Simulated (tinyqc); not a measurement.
## Dopant mobility from one pulse

Question. With linear drift and no window, R = Ron x + Roff (1 - x), dx/dt = k i, k = mv Ron/D^2, and so R^2 = R0^2 - 2 k (Roff - Ron) phi after the flux phi. Find x0, k, mv and the charge passed.

Values chosen for this exercise: resistance of the fully doped film Ron = 200 ohm; resistance of the undoped film Roff = 20000 ohm; film thickness D = 8 nm.

R before and after a pulse of flux 0.08 V s (ohm): [17426.000, 12052.613]

Solution. R^2 is linear in the flux and R is linear in the charge.

x0 = 0.130
k = 5.00e4 1/C
mv = 1.60e-14 m^2/(V s)
charge = 5.43 uC

tinyqc, about 0.3 s, one thread, Intel Xeon 2.30GHz (shared host): `OMP_NUM_THREADS=1 python tinyqc.py 2880102 2880103 out.jsonl`
